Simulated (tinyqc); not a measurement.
From one set of inputs to another, one input at a time: scattering of inversion-layer electrons by surface optical phonons of the gate insulator (remote phonon scattering). Computed by tinyqc, a small Python program. Command: `OMP_NUM_THREADS=1 python tinyqc.py 3110223 3110224 out.jsonl sophonon ladder`. One thread of a shared host (Intel(R) Xeon(R) Processor @ 2.30GHz), about 0.04 s of CPU time with the checks.

One subband with the Fang-Howard envelope; insulator and channel are half-spaces, the gate is far away, and an interlayer only moves the polar surface away by t (its own modes and its permittivity contrast are left out).

The inputs printed are set A. Set A is modelled on HfO2 on germanium; the values taken over come from a set modelled on SiO2 on silicon. Inputs not listed in the table keep their values of set A, so the rows need not describe a real material.

Inputs (values chosen for the exercise, modelled on HfO2 on germanium):
```
quantity,value,unit
static constant of the insulator eps_0s,21.8,-
intermediate constant eps_i,6.52,-
optical constant eps_inf,5.09,-
hbar omega_TO1,12.5,meV
hbar omega_TO2,49.3,meV
constant of the channel eps_s,16.2,-
in-plane mass m,0.119,m_0
valleys g_v,4,-
sheet density n,6e+11,1/cm^2
mean distance of the electrons z0 = 3/b,3,nm
interlayer thickness t,0.53,nm
temperature T,350,K
electron energy E,21,meV
mobility from other processes,580,cm^2/(V s)
```

Screening by the channel electrons: static.

Constants: k_B = 8.617333262e-05 eV/K; hbar^2/(2 m_0) = 3.80998212 eV angstrom^2; e^2/(4 pi eps_0) = 14.39964548 eV angstrom; hbar = 6.582119569e-16 eV s; e = 1.602176634e-19 C; m_0 = 9.1093837015e-31 kg.

Method:
- eps(w) = eps_inf + (eps_0s - eps_i) w1^2/(w1^2 - w^2) + (eps_i - eps_inf) w2^2/(w2^2 - w^2). Surface modes solve eps(w) + eps_s = 0, a quadratic in w^2; the strength of a mode is g = 2/(w d eps/dw).
- Occupation N = 1/(exp(hbar w/(k_B T)) - 1).
- Density of states D = g_v m/(pi hbar^2); eta = E_F/(k_B T) = ln(exp(n/(D k_B T)) - 1); screening wave number q_s = e^2 D/(2 eps_0 eps_avg) x 1/(1 + exp(-eta)), eps_avg = (eps_s + eps_inf)/2; b = 3/z0.
- For a mode of strength g, without the occupation factor, Area x |M(q)|^2 = e^2 hbar w g/(2 eps_0 q) x (b/(b + q))^6 exp(-2 q t) / (1 + (q_s/q) H(q))^2, H = (1 + 9 x/8 + 3 x^2/8)/(1 + x)^3, x = q/b.
- Approximate momentum relaxation rate, taking tau v alike in the initial and final states: 1/tau = (m/(2 pi hbar^3)) sum over modes and over absorption (N, E' = E + hbar w) and emission (N + 1, E' = E - hbar w > 0) of [(1 - f(E'))/(1 - f(E))] int_0^(2 pi) Area |M(q)|^2 (1 - cos theta) d theta, q^2 = k^2 + k'^2 - 2 k k' cos theta, f the Fermi function; 48 midpoints in theta from 0 to pi.
- mu = (e/m) int tau E f (1 - f) dE/(k_B T int f dE), by 300 midpoints from 0 to (max(eta, 0) + 14) k_B T; Matthiessen sum with the other processes.

Each row keeps all changes above it:
```
input moved,from,to,remote-phonon mobility (cm^2/(V s)),total mobility (cm^2/(V s)),tau at E (fs)
set A,-,-,1.761e+04,561.5,230
static constant of the insulator eps_0s and intermediate constant eps_i and optical constant eps_inf,"21.8, 6.52, 5.09","4, 3.08, 2.55",9.857e+04,576.6,1972
sheet density n (1/cm^2),6e+11,3.1e+12,2.538e+05,578.7,6329
mean distance of the electrons z0 = 3/b (nm),3,1.4,8.423e+04,576.0,3213
temperature T (K),350,400,7.576e+04,575.6,2464
```

Which inputs carry the difference?

Remote-phonon mobility goes from 17600 to 75800, a factor 4.30 in all. The largest single move comes from static constant of the insulator eps_0s with intermediate constant eps_i with optical constant eps_inf (a factor 5.60), and mean distance of the electrons z0 = 3/b works against it (a factor 0.332). Total mobility goes from 562 to 576, a factor 1.025 in all. The largest single move comes from static constant of the insulator eps_0s with intermediate constant eps_i with optical constant eps_inf (a factor 1.027), and mean distance of the electrons z0 = 3/b works against it (a factor 0.9954). tau at E goes from 230 to 2460, a factor 10.7 in all. The largest single move comes from static constant of the insulator eps_0s with intermediate constant eps_i with optical constant eps_inf (a factor 8.57), and mean distance of the electrons z0 = 3/b works against it (a factor 0.508). The single moves hold for this order of the switches; the total does not depend on the order.

Caution (all rows): a relaxation time is only an approximation for inelastic scattering, and static or no screening brackets the true dynamic screening only roughly.

Extremes, crossings and ranges named in words are read from the listed rows.
